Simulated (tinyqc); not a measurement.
Six-band Luttinger-Kohn model with strain: sweeps and comparisons. A value that a table varies takes the place of the one given here.

Six-band Luttinger-Kohn model in the basis |3/2,3/2>, |3/2,1/2>, |3/2,-1/2>, |3/2,-3/2>, |1/2,1/2>, |1/2,-1/2>, electron energies, zero at the top of the unstrained valence band. H = -[rows: (P+Q, -S, R, 0, -S/r2, r2 R); (-S*, P-Q, 0, R, -r2 Q, r32 S); (R*, 0, P-Q, S, r32 S*, r2 Q); (0, R*, S*, P+Q, -r2 R*, -S*/r2); (-S*/r2, -r2 Q, r32 S, -r2 R, P+Dso, 0); (r2 R*, r32 S*, r2 Q, -S/r2, 0, P+Dso)], r2 = sqrt(2), r32 = sqrt(3/2). Levels are twofold.

P = c g1 k^2 - av tr(e); Q = c g2 (kx^2 + ky^2 - 2 kz^2) - (b/2)(exx + eyy - 2 ezz); R = c sqrt3 [-g2 (kx^2 - ky^2) + 2i g3 kx ky] + (sqrt3/2) b (exx - eyy) - i d exy; S = 2 c sqrt3 g3 (kx - i ky) kz - d (exz - i eyz); c = hbar^2/2m0, e the strain tensor (not engineering shear).

s11 = (C11 + C12)/((C11 - C12)(C11 + 2 C12)), s12 = -C12/((C11 - C12)(C11 + 2 C12)), s44 = 1/C44; exx = s11 sxx + s12 (syy + szz) and cyclic, exy = s44 sxy/2; tension is positive. A uniaxial stress X along the unit vector n is s_ij = X n_i n_j.

Constants: hbar^2/2m0 = 3.80998211 eV angstrom^2.

Values chosen for the exercise (near those of GaSb; not measured data): Dso = 0.796 eV (spin-orbit splitting); g1 = 13.41 (Luttinger gamma1); g2 = 4.76 (gamma2); g3 = 6.07 (gamma3); av = 0.76 eV (valence hydrostatic potential); b = -1.92 eV (tetragonal shear potential); d = -4.94 eV (trigonal shear potential); C11 = 89 GPa; C12 = 42.4 GPa; C44 = 44.3 GPa; load = uniaxial [001] (kind of stress); X1 = 1.1 GPa (size of the stress); E_h = 40 meV (hole energy below the top); X = -2.13 GPa (stress).

## Sweep of a uniaxial [001] stress

Edges at k = 0 and curvature masses of the top pair along [110] and [001] (step 0.0002 1/angstrom); at zero stress the top is fourfold and has no single curvature.

Edges and masses:
```
X (GPa)  top (eV)  second (eV)  third (eV)  splitting (meV)  m [110]  m [001]
-3.00      0.1426      -0.1367     -0.8412            279.3    0.156    0.036
-2.00      0.0889      -0.0911     -0.8199            180.0    0.143    0.038
-1.00      0.0409      -0.0456     -0.8044             86.4    0.129    0.040
0.00       0.0000       0.0000     -0.7960              0.0        -        -
1.00       0.0456      -0.0324     -0.7961             77.9    0.055    0.257
2.00       0.0911      -0.0551     -0.8058            146.3    0.055    0.257
3.00       0.1367      -0.0678     -0.8256            204.5    0.055    0.257
```

How do the results move?

The splitting reaches 279.3 meV under compression and 204.5 meV under the same tension; linear shear terms alone would make the two equal, and the difference comes from the coupling to the split-off band. At the ends of the sweep the top pair has a mass along [110] of 0.156 under compression and 0.055 under tension, so tension gives the lighter holes along [110]; along [001] it has 0.036 and 0.257. The top edge itself moves by +143 and +137 meV. The ends of the sweep mean strains up to 4.9 %, beyond the range of linear deformation potentials.

## Which stress helps holes along [110]

Each load has size X1 (biaxial: sxx = syy); masses are curvatures of the top pair at k = 0.

Results:
```
load                         splitting (meV)  top edge (meV)  m [110]  m [001]
uniaxial [110], compression             79.5            36.7    0.037    0.141
uniaxial [110], tension                 72.7            43.0    0.459    0.051
uniaxial [100], compression             95.5            45.4    0.061    0.130
uniaxial [100], tension                 85.2            50.1    0.091    0.055
uniaxial [111], compression             73.8            33.6    0.049    0.075
uniaxial [111], tension                 67.5            40.2    0.136    0.075
biaxial (001), compression              85.2            35.7    0.055    0.257
biaxial (001), tension                  95.5            59.8    0.130    0.040
```

How do the results move?

The lightest mass along [110] (0.037) comes with uniaxial [110], compression. The largest splitting (95.5 meV) comes with uniaxial [100], compression; biaxial (001), tension. The heaviest mass along [001] (0.257), which lowers the confinement energy in a (001) channel, comes with biaxial (001), compression. The splitting per GPa follows b (s11 - s12) for loads along cube axes and d s44 for [111]: here 2 |b| (s11 - s12) = 82.4 and |d| s44/sqrt3 = 64.4 meV per GPa in the limit of large Dso; where the splitting nears Dso, mixing with the split-off band makes it depend on the sign of the load.

## Warping of the constant-energy contours (six-band Luttinger-Kohn model)

No strain (e = 0). In the plane kz = 0, |k| where the top and second pairs lie E_h below the top, against the angle from [100]; m = c k^2/E_h.

Contours:
```
angle (degrees)  k top (1/angstrom)  k second (1/angstrom)  m top (m0)  m second (m0)
0                            0.0520                 0.0216       0.257          0.044
9                            0.0534                 0.0215       0.272          0.044
18                           0.0579                 0.0213       0.319          0.043
27                           0.0652                 0.0210       0.405          0.042
36                           0.0739                 0.0208       0.520          0.041
45                           0.0786                 0.0207       0.588          0.041
```

How do the results move?

The heavy contour reaches 1.512 times as far along [110] as along [100], the light one 0.961 times. The warping follows g3 - g2 = 1.31 and would vanish for g2 = g3. Along [100] the heavy mass is 1/(g1 - 2 g2) = 0.257 at any energy, while the light one is 0.0444, against 1/(g1 + 2 g2) = 0.0436 at the edge, for E_h/Dso = 0.05.

## What each parameter does

Edges at k = 0 under a uniaxial [001] stress X and the curvature mass of the top pair along [110] (step 0.0002 1/angstrom). Each row changes one parameter from the base and keeps the others.

Results:
```
case             top (eV)  second (eV)  third (eV)  mass (m0)
base               0.0955      -0.0971     -0.8224      0.145
X = -2.556 GPa     0.1181      -0.1165     -0.8311      0.150
C44 = 35.44 GPa    0.0955      -0.0971     -0.8224      0.145
av = 0.912 eV      0.0937      -0.0989     -0.8243      0.145
g1 = 10.728        0.0955      -0.0971     -0.8224      0.236
g3 = 7.284         0.0955      -0.0971     -0.8224      0.145
C11 = 71.2 GPa     0.1728      -0.1524     -0.8476      0.161
g2 = 5.712         0.0955      -0.0971     -0.8224      0.178
```

What can be read from the table?

The largest shifts from the base row, up to three for each result and ties (the steps differ in size, so this ranks the rows, not the parameters). top (eV): C11 +0.0773, X +0.0226, av -0.0019; unchanged at the printed digits by C44, g1, g3 and g2. second (eV): C11 -0.0553, X -0.0194, av -0.0019; unchanged at the printed digits by C44, g1, g3 and g2. third (eV): C11 -0.0251, X -0.0087, av -0.0019; unchanged at the printed digits by C44, g1, g3 and g2. mass (m0): g1 +0.092, g2 +0.033, C11 +0.017; unchanged at the printed digits by C44, av and g3. The Luttinger parameters multiply k^2 and cannot move the edges; av shifts all edges alike and leaves the mass.

Run: tinyqc, `OMP_NUM_THREADS=1 python tinyqc.py 1050272 1050273 out.jsonl`; Intel(R) Xeon(R) Processor @ 2.30GHz, one thread, shared host; about 0.06 s of CPU time with all checks.
